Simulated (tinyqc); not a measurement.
Inside a calculation: square lattice in a magnetic field (Harper-Hofstadter model). Values are carried at full precision from step to step, so a last printed digit may differ when a step is redone from the rounded ones.

Constants: h/e = 413566.7697 T angstrom^2.

Inputs chosen for the exercise:
- p = 1 (flux per plaquette p/q, in units of h/e)
- q = 3
- a = 200 angstrom (period)
- tx = 1.8 meV (hopping along x)
- ty = 1.7 meV (hopping along y)
- k = (0.359, 0.086) (kx, ky)

## The field behind the flux

B = (p/q)(h/e)/a^2, and the field for one flux quantum a cell.

B = 3.446 T
field for one quantum = 10.34 T

## The Harper matrix

Landau gauge, lattice period 1: the magnetic cell has q sites j = 0 to q - 1 along x. H_jj = -2 ty cos(ky + 2 pi p j/q), H_(j,j+1) = -tx, and the bond from q - 1 back to 0 is H_(q-1,0) = -tx exp(i q kx). The levels depend on k only through cos(q kx) and cos(q ky), so the band edges lie at (0, 0) and (pi/q, pi/q).

Fill it in at the given k.

H(k) (meV):
```
,0,1,2
0,-3.3874,-1.8000,-0.8531+1.5850i
1,-1.8000,1.9466,-1.8000
2,-0.8531-1.5850i,-1.8000,1.4408
```

## Levels at that k

Diagonalise; the trace is a check.

levels (meV): -4.6500  0.8507  3.7992

trace = 0.0000 meV

## Band edges

Diagonalise at (0, 0) and (pi/q, pi/q).

Bands (meV):
```
band,bottom,top,width,gap above
1,-4.7836,-3.5000,1.2836,2.2164
2,-1.2836,1.2836,2.5671,2.2164
3,3.5000,4.7836,1.2836,-
```

The bands cover 5.134 meV of the zero-field width 4 (tx + ty) = 14.0 meV.

## Hall conductance of the gaps

Gap r (r bands filled) has sigma_xy = t_r e^2/h in size and relative sign, where r = q s_r + p t_r with integers and |t_r| <= q/2; the Chern number of band r is t_r - t_(r-1), with t_0 = t_q = 0.

Integers:
```
r,t_r,s_r,Chern number of band r
1,1,0,1
2,-1,1,-2
3,0,1,1
```

The first gap carries t = 1; a single Landau level would carry 1.

## Checks

- Size of the Chern number of band 1 from plaquette phases against the integer equation: both 1.00.

Program tinyqc; command `OMP_NUM_THREADS=1 python tinyqc.py 1250341 1250342 out.jsonl`; about 0.01 s on one thread of a shared Intel(R) Xeon(R) Processor @ 2.30GHz.
